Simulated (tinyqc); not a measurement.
From one set of inputs to another, one input at a time: size effects in the resistivity of thin metal films and interconnect lines. Computed by tinyqc, a small Python program. Command: `OMP_NUM_THREADS=1 python tinyqc.py 3028225 3028226 out.jsonl size ladder`. One thread of a shared host (Intel(R) Xeon(R) Processor @ 2.30GHz), about 0.01 s of CPU time with the checks.

Electrons lose their drift at surfaces (a share 1 - p of the hits) and at grain boundaries (reflection R), besides bulk scattering.

The inputs printed are set A. Set A is modelled on copper; the values taken over come from a set modelled on cobalt. Inputs not listed in the table keep their values of set A, so the rows need not describe a real material.

Inputs (values chosen for the exercise, modelled on copper):
```
quantity                     value         unit
bulk resistivity rho_b        1.74  microohm cm
bulk mean free path lambda      42           nm
specularity p                    0            -
grain-boundary reflection R    0.3            -
film thickness h                53           nm
grain size over thickness        2            -
```

Geometry: film.

Method:
- D = (ratio) h.
- Mayadas-Shatzkes: alpha = (lambda/D) R/(1 - R); rho_b/rho = 1 - 3 alpha/2 + 3 alpha^2 - 3 alpha^3 ln(1 + 1/alpha).
- Fuchs-Sondheimer film: rho_b/rho = 1 - (3/(2 kappa))(1 - p) int_0^1 (s - s^3)(1 - exp(-kappa/s))/(1 - p exp(-kappa/s)) ds, f = rho/rho_b, kappa = thickness/lambda, 80 Gauss-Legendre points.
- Both together (Mayadas-Shatzkes film): rho_b/rho = (rho_b/rho of the grains alone) - (6/(pi kappa))(1 - p) int_0^(pi/2) dphi int_0^1 ds (cos^2 phi/H^2)(s - s^3)(1 - exp(-kappa H/s))/(1 - p exp(-kappa H/s)), H = 1 + alpha/(cos phi sqrt(1 - s^2)), 40 x 80 Gauss-Legendre points.
- Sheet resistance rho/h; additive estimate rho_b (f_surface + f_grain - 1).

Each row keeps all changes above it:
```
input moved                           from    to  sheet resistance (ohm)  rho/rho_b from surfaces  rho/rho_b from grains
set A                                    -     -                    0.52                    1.363                  1.245
grain size over thickness                2   1.3                    0.56                    1.363                  1.372
bulk mean free path lambda (nm)         42  11.5                    0.39                    1.088                  1.105
grain-boundary reflection R            0.3   0.4                    0.41                    1.088                  1.162
film thickness h (nm)                   53   8.9                    4.82                    1.599                  1.922
bulk resistivity rho_b (microohm cm)  1.74  6.22                   17.25                    1.599                  1.922
```

Sheet resistance goes from 0.522 to 17.2, a factor 33.0 in all. The largest single move comes from film thickness h (a factor 11.8), and bulk mean free path lambda works against it (a factor 0.696). rho/rho_b from surfaces goes from 1.36 to 1.60, a factor 1.17 in all. The largest single move comes from film thickness h (a factor 1.47), and bulk mean free path lambda works against it (a factor 0.799). rho/rho_b from grains goes from 1.24 to 1.92, a factor 1.54 in all. The largest single move comes from film thickness h (a factor 1.65), and bulk mean free path lambda works against it (a factor 0.805). The single moves hold for this order of the switches; the total does not depend on the order.

Extremes, crossings and ranges named in words are read from the listed rows.
